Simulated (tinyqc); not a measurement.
## Slope factor and drain-induced lowering from three currents

Inverse problem. With source and body at 0 V, I = A exp((Vg + dd Vd)/(nf Vt)) (1 - exp(-Vd/Vt)). Find nf, the swing nf Vt ln 10 and dd.

Values chosen for this exercise: temperature T = 300 K.

Constants: q = 1.602176634e-19 C, kB = 1.380649e-23 J/K, Vt = kB T/q. Results are converted to the units shown.

currents at (Vg, Vd) = (0, 0.05), (0, 0.7) and (0.12, 0.7) V (nA/um): 0.062264766  1.1193224  32.341523

Answer. The pair at equal Vd gives nf; the pair at equal Vg, after dividing out the factors 1 - exp(-Vd/Vt), gives dd.

nf = 1.380
swing = 82.15 mV/decade
dd = 0.1500

tinyqc, about 0.03 s, one thread, Intel Xeon 2.30GHz (shared host): `OMP_NUM_THREADS=1 python tinyqc.py 2242045 2242046 out.jsonl`
